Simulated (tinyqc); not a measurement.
Charge-trap memory cell: two steps of the calculation.

Channel, tunnel oxide, storage layer, blocking layer, gate. N electrons per area sit in a sheet at the centroid and shift the threshold by U = (q/eps0) N (tb/eb + xc tn/en). EOT = t1 + 3.9 (tn/en + tb/eb); tunnel field F = (Vg - U)/EOT; dN/dt = eta (J/q)(1 - N/Nm). Fowler-Nordheim: J = A F^2 exp(-B/F), A = q^2/(16 pi^2 hbar mo phi) (times 1e14 for A/cm^2 with F in V/nm, emitter mass m0), B = (4/3) sqrt(mo/C) phi^1.5, C = hbar^2/(2 m0).

Inputs (values chosen for the exercise); oxide values close to those of silicon dioxide, storage layer close to silicon nitride, blocking layer close to aluminium oxide:
- phi = 3.14 eV (tunnel barrier)
- mo = 0.48 m0 (tunnelling mass)
- t1 = 3.8 nm (tunnel oxide (permittivity 3.9))
- tn = 6.7 nm (storage layer)
- en = 7.3 (its relative permittivity)
- tb = 11.8 nm (blocking layer)
- eb = 9 (its relative permittivity)
- xc = 0.56 (charge centroid, share of tn counted from the blocking side)
- eta = 0.98 (capture efficiency of an empty layer)
- Nm = 7.9e12 cm^-2 (trap density)
- T = 473 K (storage temperature)
- E1 = 1.06 eV (shallowest trap depth)
- E2 = 2.07 eV (deepest trap depth)
- nu = 1e12 1/s (attempt frequency)
- Vg = 13.5 V (gate voltage less flat band and surface potential)
- d0 = 8.3e-6 s (first time step)
- gr = 1.8 (growth of the step)
- n = 11 (steps)

Constants: q = 1.602176634e-19 C, kB = 1.380649e-23 J/K, hbar = 1.054571817e-34 J s, m0 = 9.1093837015e-31 kg, Vt = kB T/q, eps0 = 8.8541878128e-14 F/cm where lengths are in cm, hbar^2/(2 m0) = 0.0380998212 eV nm^2. Results are converted to the units shown.

Problem 1. Midpoint steps of growing length. N(half) = N + (d/2) r(N), N(new) = N + d r(N(half)), r = dN/dt; the step starts at d0 and is multiplied by gr each time. Field in the blocking layer (3.9 F + q N/eps0)/eb.

Find: t; N; U; F; blocking field.

Solution 1.

| step | t (s) | N (cm^-2) | U (V) | F (V/nm) | blocking field (V/nm) |
|---|---|---|---|---|---|
| 0 | 0 | 0 | 0.0000 | 1.0806 | 0.46827 |
| 1 | 8.3000e-6 | 1.4902e11 | 0.0492 | 1.0767 | 0.46956 |
| 2 | 2.3240e-5 | 3.7908e11 | 0.1252 | 1.0706 | 0.47155 |
| 3 | 5.0132e-5 | 7.0720e11 | 0.2336 | 1.0619 | 0.47439 |
| 4 | 9.8538e-5 | 1.1339e12 | 0.3745 | 1.0506 | 0.47808 |
| 5 | 1.8567e-4 | 1.6409e12 | 0.5419 | 1.0372 | 0.48246 |
| 6 | 3.4250e-4 | 2.2006e12 | 0.7267 | 1.0225 | 0.48731 |
| 7 | 6.2480e-4 | 2.7867e12 | 0.9203 | 1.0070 | 0.49238 |
| 8 | 0.0011329 | 3.3791e12 | 1.1160 | 0.9913 | 0.49750 |
| 9 | 0.0020476 | 3.9639e12 | 1.3091 | 0.9758 | 0.50256 |
| 10 | 0.0036940 | 4.5314e12 | 1.4965 | 0.9608 | 0.50747 |
| 11 | 0.0066575 | 5.0748e12 | 1.6760 | 0.9465 | 0.51217 |

Problem 2. Retention after ten years. Retention: filled traps are spread evenly in depth from E1 to E2, and each empties at the rate nu exp(-E/kB T). The share left is the mean of exp(-nu t exp(-E/kB T)) = [kB T/(E2 - E1)] [E1x(nu t exp(-E2/kB T)) - E1x(nu t exp(-E1/kB T))], E1x the exponential integral; traps shallower than about Ed = kB T ln(nu t) are empty. t = 3.15576e8 s.

Wanted: Ed; share left; loss a decade while Ed lies between E1 and E2, kB T ln 10/(E2 - E1).

Solution 2.

Ed = 1.924 eV
share left = 0.1225
loss a decade while Ed lies between E1 and E2, kB T ln 10/(E2 - E1) = 0.09292

Range of the model: The Fowler-Nordheim form needs F t1 above phi; trap-assisted paths and leakage through the blocking layer are left out.

Computed by the program tinyqc: `OMP_NUM_THREADS=1 python tinyqc.py 2130028 2130029 out.jsonl`, one thread of a shared Intel Xeon 2.30GHz, about 0.03 s for the whole run.
